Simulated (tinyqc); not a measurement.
Inside a calculation. Model: Raman line shape of confined optical phonons and breathing modes of small crystals. Computed by tinyqc, a small Python program that keeps every step. Command: `OMP_NUM_THREADS=1 python tinyqc.py 3018617 3018618 out.jsonl confine walk`. One thread of a shared host (Intel(R) Xeon(R) Processor @ 2.30GHz), about 0.02 s of CPU time with the checks. Intermediate numbers are printed to about 6 digits and carried at full precision; extremes and crossings named in words are read from the listed rows.

Confinement in 2 direction(s) lets phonons with q away from zero scatter light. q is in units of 2 pi/a, from 0 to 1, and the branch is isotropic: omega(q)^2 = (omega_0^2 + omega_X^2)/2 + ((omega_0^2 - omega_X^2)/2) cos(pi q). The model and its constant beta are phenomenological; beta = 8 is the common choice.

Inputs (values chosen for the exercise, modelled on diamond): bulk frequency omega_0 = 1334 1/cm; frequency at the zone boundary omega_X = 1200 1/cm; natural width Gamma_0 = 1.8 1/cm; lattice constant a = 3.567 angstrom; size L = 3 nm; confinement constant beta = 4; probe offset omega - omega_0 = 0.87 1/cm.

Shape: wire.

## Range of wave vectors

Weight W(q) = q^1 exp(-(2 L q/a)^2/(2 beta)) dq, that is exp(-k^2 L^2/(2 beta pi^2)) for k = 2 pi q/a. Width q_c = a sqrt(2 beta)/(2 L), where the exponential falls to 1/e; curvature of the branch: omega(q) = omega_0 - c q^2, c = pi^2 (omega_0^2 - omega_X^2)/(8 omega_0); for small q_c the mean of q^2 is (number of confined directions) q_c^2/2, and the mean shift is -c times that.

q_c = 0.168150 2 pi/a

curvature c = 314.026 1/cm

mean shift, quadratic estimate = -8.87890 1/cm

omega(q_c) - omega_0 = -8.70272 1/cm

## Intensity at one frequency

I(omega) = int W(q) / [(omega - omega(q))^2 + (Gamma_0/2)^2] dq / int W dq x (Gamma_0/2)^2, by 400 Gauss-Legendre points on 0 < q < min(1, 2.5 a sqrt(2 beta)/L). Bulk Lorentzian 1/(1 + (2 offset/Gamma)^2); mean shift = weighted mean of omega(q) less the bulk frequency.

I at the probe offset = 0.0620905

bulk Lorentzian there = 0.516944

mean shift, from the weights = -8.52967 1/cm

## Peak, width and asymmetry

The peak is the maximum of I; the width is taken between the half-maximum points, and the asymmetry is the low-side half-width over the high-side one.

peak shift = -1.7962 1/cm

full width = 10.241 1/cm

asymmetry = 3.9147

peak height (bulk = 1) = 0.20703

The peak moves 21 % as far as the mean: the tail on the low side carries the rest. A shift without broadening or asymmetry would point to stress, not size.

## Line shape against size

The formulas are those given above.

Line shape:
```
L (nm)  peak shift (1/cm)  full width (1/cm)  asymmetry  mean shift, quadratic estimate (1/cm)
3                 -1.7962             10.241     3.9147                               -8.87890
3.6               -1.4989             7.7848     3.2674                               -6.16590
4.4               -1.2263             5.8886      2.689                               -4.12759
5.5              -0.97538             4.4531     2.1834                               -2.64166
7                -0.75258             3.4305     1.7712                               -1.63082
10               -0.49411             2.5435     1.3637                              -0.799101
15               -0.28252             2.0593     1.1184                              -0.355156
25               -0.12047             1.8487     1.0152                              -0.127856
```

The peak shift falls with exponent -0.99 at the small end and -1.67 at the large end. For still larger L it tends to the mean shift, which goes as 1/L^2; the ratio is 0.20 in the first row and 0.94 in the last. The width exceeds Gamma_0 by over 10 % for L up to 15 nm. In a wire the factor q lowers the weight at q = 0.

Checks made by the program: mean shift of a large crystal against the quadratic estimate (relative difference 9e-06).
